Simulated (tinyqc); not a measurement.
Double-gate transistor below threshold, two-dimensional Poisson equation on a small mesh: one step of the calculation.

Half of a symmetric double-gate structure: row 0 is the mid-plane of the body, where the normal field vanishes. Mobile charge is neglected (subthreshold), the body is fully depleted, and potentials are counted from the intrinsic level; rows run upward to the gate, columns from source to drain.

Question. Barrier, swing and barrier lowering. The barrier is read along row 0, the path farthest from the gate. Take the node j of lowest psi: barrier Vbi - psi_j; swing Vt ln 10/(d psi_j/dVg); DIBL = (d psi_j/dVd)/(d psi_j/dVg). The derivatives solve the same equations with s = 0 and a unit change of that voltage.

Inputs (values chosen for the exercise): temperature T = 300 K; potential of the source Vbi = 0.54 V.

Constants: q = 1.602176634e-19 C, kB = 1.380649e-23 J/K, Vt = kB T/q. Results are converted to the units shown.

converged psi (V):
```
               j=0          j=1          j=2          j=3          j=4
row 0   0.54000000   0.25070204   0.19328807   0.35889017   0.84000000
row 1   0.54000000   0.23057323   0.17392903   0.33150234   0.84000000
row 2   0.54000000   0.16655854   0.11737946   0.24319015   0.84000000
row 3  -0.02000000  -0.02000000  -0.02000000  -0.02000000  -0.02000000
```

d psi/dVg on row 0: j=0 0.00000000, j=1 0.54254070, j=2 0.69959427, j=3 0.54254070, j=4 0.00000000
d psi/dVd on row 0: j=0 0.0000000, j=1 0.0484161, j=2 0.1502029, j=3 0.4090432, j=4 1.0000000

Give: j; barrier; swing; DIBL.

Answer.

j = 2
barrier = 0.34671 V
swing = 85.087 mV/decade
DIBL = 214.70 mV/V

Numbers from tinyqc (`OMP_NUM_THREADS=1 python tinyqc.py 2480030 2480031 out.jsonl`; about 0.1 s on one thread of a shared Intel Xeon 2.30GHz).
